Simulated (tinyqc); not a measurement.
Electron-beam lithography: double-Gaussian proximity function, edge placement and dose correction for parallel lines: one step, computed by the program tinyqc.

Lines are infinitely long. Absorbed energy is counted so that the middle of a very large area written at dose 1 receives 1; the resist develops where it exceeds 1/2.

Problem. Dose to size and latitude. A test line of width w << beta in surroundings of density rho, all at dose d: near its edge E(x) = d [S + eta rho]/(1 + eta), S = [erf((b - x)/alpha) - erf((a - x)/alpha)]/2 for edges a and b, the second term being the background energy. Dose to size d_s = (1 + eta)/(erf(w/alpha) + 2 eta rho), dose = d_s D0; edge slope d [1 - exp(-w^2/alpha^2)]/(sqrt(pi) alpha (1 + eta)); width change per 1 % of dose = 2 x 0.01 x (1/2)/slope.

Inputs (values chosen for the exercise, of the order of those for 30 keV electrons in resist on silicon):
```
quantity,value,unit
forward range alpha,0.02,micrometre
backscatter ratio eta,0.73,-
base dose D0,120,microcoulomb/cm^2
width of the test line,0.036,micrometre
pattern density around the test line,0.73,-
```

Give: dose to size d_s; dose; edge slope; width change per 1 % of dose; background energy.

Solution.

dose to size d_s = 0.8419

dose = 101.0 microcoulomb/cm^2

edge slope = 0.01319 1/nm

width change per 1 % of dose = 0.7581 nm

background energy = 0.2593

The background supplies 52 % of the threshold.
